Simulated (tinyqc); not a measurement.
Kinetic Monte Carlo and master equation for a particle on a ring of sites with traps and bias: one step, computed by the program tinyqc. Command: `OMP_NUM_THREADS=1 python tinyqc.py 3026797 3026798 out.jsonl kmc walk`. One thread of a shared host (Intel(R) Xeon(R) Processor @ 2.30GHz), about 0.06 s of CPU time with the checks.

5 sites on a ring, numbered 1 to 5. The saddle between i and i+1 lies at E0 + s b_i and site i at s eps_i; a force F tilts the landscape, with the saddle half-way.

Question. Closed form at zero force. At zero force D0 = a^2 nu exp(-E0/(k_B T)) / [<exp(-s eps/(k_B T))> <exp(s b/(k_B T))>], with means over the ring; Einstein relation v = D0 F/(k_B T); 1 angstrom = 1e-8 cm.

Inputs (values chosen for the exercise, for a model defect):
```
quantity                         value         unit
reference barrier E0              0.67           eV
scale factor s of the disorder       1            -
attempt frequency nu               1.5          THz
temperature T                      410            K
site spacing a                     3.7     angstrom
force F along the ring          0.0012  eV/angstrom
```

Disorder: site traps.

site energies eps_i (eV): -0.051  0  0  0  0

saddle shifts b_i between sites i and i+1 (eV): 0  0  0  0  0

Constants: k_B = 8.617333262e-05 eV/K.

Give: zero-force diffusivity D0; D0 over the value without disorder; Einstein drift.

Answer.

zero-force diffusivity D0 = 7.245e-12 cm^2/s

D0 over the value without disorder = 0.6071

Einstein drift = 2.461e-05 cm/s
